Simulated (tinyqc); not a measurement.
Heat flow across a film from the phonon Boltzmann equation in the relaxation-time approximation. From one set of inputs to another, one input at a time. Computed by tinyqc, a small Python program. Command: `OMP_NUM_THREADS=1 python tinyqc.py 3023544 3023545 out.jsonl slabbte ladder`. One thread of a shared host (Intel(R) Xeon(R) Processor @ 2.30GHz), about 0.02 s of CPU time with the checks.

Two black walls, hot at x = 0 and cold at x = L, emit phonons isotropically. For one free path Lambda, with tau = x/Lambda, tau_L = L/Lambda and phi = (T - T_cold)/Delta T, energy balance gives phi(tau) = (1/2) [E2(tau) + int_0^tau_L phi(s) E1(|tau - s|) ds]; E_n are the exponential integrals. The flux over the ballistic flux C v Delta T/4 is psi = 1 - 2 int_0^tau_L phi(s) E2(s) ds, and kappa_eff/kappa = (3/4) tau_L psi. kappa = C v Lambda/3 is an input, so at fixed kappa a longer free path means a smaller C v.

The inputs printed are set A. Set A is modelled on gallium arsenide; the values taken over come from a set modelled on silicon. Inputs not listed in the table keep their values of set A, so the rows need not describe a real material.

Inputs (values chosen for the exercise, modelled on gallium arsenide):
```
quantity                             value     unit
bulk conductivity kappa               44.6  W/(m K)
film thickness L                        68       nm
wall temperature difference Delta T    1.3        K
free path Lambda_1                      50       nm
cells n in the small system              5        -
```

Free-path groups: one.

Method:
- Cut the film into n equal cells with constant phi, collocated at the centres c_i: the kernel integrates to A_ij = |E2(|c_i - e_j|) - E2(|c_i - e_(j+1)|)|/2 for cell edges e_j, and A_ii = 1 - E2(half a cell); solve (1 - A) phi = E2(c)/2; psi = 1 - 2 sum_j phi_j [E3(e_j) - E3(e_(j+1))].
- Use 150 and 300 cells and extrapolate psi = (4 psi(300) - psi(150))/3. The jump at the hot wall is 1 - phi there (linear extrapolation from the first two of 300 cells). Two-flux (diffusion with slip) formula: psi = 1/(1 + 3 tau_L/4).
- Each group is solved on its own with 150 and 300 cells, psi = (4 psi(300) - psi(150))/3, and weighted by its share of kappa.
- Flux J = kappa_eff Delta T/L; apparent boundary resistance per wall (L/kappa_eff - L/kappa)/2.

Each row keeps all changes above it; columns: (1) input moved; (2) from; (3) to; (4) kappa_eff (W/(m K)); (5) apparent resistance per wall (m^2 K/GW); (6) jump at the wall / Delta T for Lambda_1:
```
(1)                                 (2)  (3)     (4)     (5)      (6)
set A                                 -    -  21.864  0.7928  0.20953
free path Lambda_1 (nm)              50  120  12.873  1.8789  0.30073
bulk conductivity kappa (W/(m K))  44.6  153  44.160  0.5477  0.30073
film thickness L (nm)                68   49  34.775  0.5444  0.33172
```

Where does the difference come from?

kappa_eff goes from 21.9 to 34.8, a factor 1.59 in all. The largest single move comes from bulk conductivity kappa (a factor 3.43), and free path Lambda_1 works against it (a factor 0.589). Apparent resistance per wall goes from 0.793 to 0.544, a factor 0.687 in all. The largest single move comes from bulk conductivity kappa (a factor 0.292), and free path Lambda_1 works against it (a factor 2.37). Jump at the wall / Delta T for Lambda_1 goes from 0.210 to 0.332, a factor 1.58 in all. The largest single move comes from free path Lambda_1 (a factor 1.44). The single moves hold for this order of the switches; the total does not depend on the order.

Extremes, crossings and ranges named in words are read from the listed rows.
